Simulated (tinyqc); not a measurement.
Armchair graphene nanoribbon in tight binding, step by step. Values are carried at full precision from step to step, so a last printed digit may differ when a step is redone from the rounded ones.

An armchair ribbon of N dimer lines, width (N - 1) sqrt3 acc/2, period 3 acc, one pz orbital a site. In line n, A_n binds to B_n with -t exp(ik/3), times (1 + d) in the two edge lines, and to B_(n-1) and B_(n+1) with -t exp(-ik/6); k runs from -pi to pi. For d = 0 the modes across the ribbon are sin(n p pi/(N + 1)), p = 1 to N, with E = -/+ t sqrt(1 + 4 c^2 + 4 c cos(k/2)), c = cos(p pi/(N + 1)).

Values chosen for the exercise (near those used for graphene; not measured data): t = 2.93 eV (hopping); N = 4 (dimer lines); k = 0.98 (k times the period 3 acc); d = 0 (relative strengthening of the edge bonds).

## Transverse modes without edge correction

For each p give c, |E| at k = 0, t |1 + 2c|, and |E| at the given k.

Modes:

| p | c | \|E\| at k = 0 (eV) | \|E\| at k (eV) |
|---|---|---|---|
| 1 | 0.8090 | 7.6708 | 7.4547 |
| 2 | 0.3090 | 4.7408 | 4.6073 |
| 3 | -0.3090 | 1.1192 | 1.5815 |
| 4 | -0.8090 | 1.8108 | 2.5589 |

N = 4 = 3 x 1 + 1. No mode has c = -1/2; the nearest, p = 3, leaves a gap of 2.2383 eV.

## The Hamiltonian at k

Fill in the matrix.

H(k) (eV):
```
                 A1               A2               A3               A4               B1               B2
A1                0                0                0                0  -2.7751-0.9402i  -2.8910+0.4764i
A2                0                0                0                0  -2.8910+0.4764i  -2.7751-0.9402i
A3                0                0                0                0                0  -2.8910+0.4764i
A4                0                0                0                0                0                0
B1  -2.7751+0.9402i  -2.8910-0.4764i                0                0                0                0
B2  -2.8910-0.4764i  -2.7751+0.9402i  -2.8910-0.4764i                0                0                0
B3                0  -2.8910-0.4764i  -2.7751+0.9402i  -2.8910-0.4764i                0                0
B4                0                0  -2.8910-0.4764i  -2.7751+0.9402i                0                0

                 B3               B4
A1                0                0
A2  -2.8910+0.4764i                0
A3  -2.7751-0.9402i  -2.8910+0.4764i
A4  -2.8910+0.4764i  -2.7751-0.9402i
B1                0                0
B2                0                0
B3                0                0
B4                0                0
```

## Levels at k

Diagonalise H.

levels (eV): -7.4547  -4.6073  -2.5589  -1.5815  1.5815  2.5589  4.6073  7.4547

The levels come in pairs +E, -E because only A-B bonds occur.

## The gap with the edge correction

First order in d: for the mode p nearest to c = -1/2 the gap is 2t |1 + 2c + d w|, w = 4 sin^2(p pi/(N + 1))/(N + 1) being the weight on the two edge lines. Compare with twice the smallest |E| of H(0).

p = 3
w = 0.7236
gap to first order = 2.2383 eV
gap from H(0) = 2.2383 eV

With d = 0 the two agree.

## Checks

- Positive levels of H(k) for d = 0 against the mode formula: they agree to 1e-10 or better.

tinyqc: `OMP_NUM_THREADS=1 python tinyqc.py 1450232 1450233 out.jsonl`; about 0.03 s, one thread, shared Intel(R) Xeon(R) Processor @ 2.30GHz.
